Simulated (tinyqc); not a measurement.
X-ray photoelectron analysis of a thin oxide on a semiconductor: attenuation lengths, thickness, angle series and band offsets: one step, computed by the program tinyqc. Command: `OMP_NUM_THREADS=1 python tinyqc.py 3114119 3114120 out.jsonl xps walk`. One thread of a shared host (Intel(R) Xeon(R) Processor @ 2.30GHz), about 0.01 s of CPU time with the checks.

The same element is seen in the oxide and in the substrate, at nearly the same kinetic energy; films are flat and uniform, and the work function is ignored.

Question. Peak ratio. R_0 = (rho_o/M_o) L_o/((rho_s/M_s) L_s); peak ratio R = I_ox/I_sub = R_0 [exp(d/(L_o cos theta)) - 1]; hence d = L_o cos theta ln(1 + R/R_0). A carbon layer weakens both peaks alike, by exp(-d_C/(L_o cos theta)) if its L is taken equal to L_o. This R_0 leaves out intrinsic losses from the substrate peak, so calibrated values can be larger.

Inputs (values chosen for the exercise, modelled on SiO2 on silicon):
```
quantity                        value     unit
oxide density                    2.23   g/cm^3
oxide formula mass              60.08    g/mol
substrate density                2.33   g/cm^3
substrate formula mass          28.09    g/mol
oxide thickness d                   2       nm
emission angle from the normal     55  degrees
carbon overlayer                0.076       nm
```

L in the oxide = 3.696290 nm

L in the substrate = 2.935273 nm

Give: R_0; d/(L_o cos theta); ratio R; oxide share of the counts; attenuation by carbon; depth 3 L_o cos theta.

Answer.

R_0 = 0.5635

d/(L_o cos theta) = 0.9433

ratio R = 0.8839

oxide share of the counts = 0.4692

attenuation by carbon = 0.9648

depth 3 L_o cos theta = 6.360 nm
